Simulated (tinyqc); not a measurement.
Hot electrons in a saturated n-channel MOSFET, lucky-electron model: one step of the calculation.

Beyond pinch-off the lateral field grows as Esat cosh(y/l) over the velocity-saturated region (pseudo-two-dimensional model). Impact ionisation in this region gives the substrate current, which biases the body forward through Rsub. Currents are per width. Local-field laws: they overstate ionisation when the field peak is narrower than an energy relaxation length.

Question. Length and field scales. Cox = 3.9 eps0/tox, l = sqrt(3 tox xj), Esat = 2 vs/mu.

Values chosen for this exercise; values close to those of silicon n-channel devices: channel length L = 1.2 um; oxide thickness tox = 27 nm; junction depth xj = 490 nm; effective mobility mu = 270 cm^2/(V s); saturation velocity vs = 8.9e6 cm/s.

Constants: eps0 = 8.8541878128e-14 F/cm where lengths are in cm. Results are converted to the units shown.

Wanted: Cox; l; Esat; Esat L.

Answer.

Cox = 0.1279 uF/cm^2
l = 199.2 nm
Esat = 0.06593 MV/cm
Esat L = 7.911 V

Program tinyqc, `OMP_NUM_THREADS=1 python tinyqc.py 2550053 2550054 out.jsonl`; Intel Xeon 2.30GHz, shared host, one thread, about 0.01 s.
